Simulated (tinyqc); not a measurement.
# Trap density from the barrier height

Problem. In a partly depleted grain with all boundary traps filled, 2 N W = Qt and VB = q N W^2/(2 eps0 eps_r). Find Qt, W and the doping at which VB would equal Vt.

Inputs (values chosen for the exercise):
- T = 400 K (temperature)
- eps_r = 11.7 (relative permittivity)

Constants: q = 1.602176634e-19 C, kB = 1.380649e-23 J/K, Vt = kB T/q, eps0 = 8.8541878128e-14 F/cm where lengths are in cm. Results are converted to the units shown.

doping = 1.1e18 cm^-3
barrier height = 0.19139078 V

Solution. Eliminating W gives VB = q Qt^2/(8 eps0 eps_r N), which falls as 1/N.

Qt = 3.300e12 cm^-2
W = 15.00 nm
doping for VB = Vt = 6.108e18 cm^-3

tinyqc, about 0.01 s, one thread, Intel Xeon 2.30GHz (shared host): `OMP_NUM_THREADS=1 python tinyqc.py 2830060 2830061 out.jsonl`
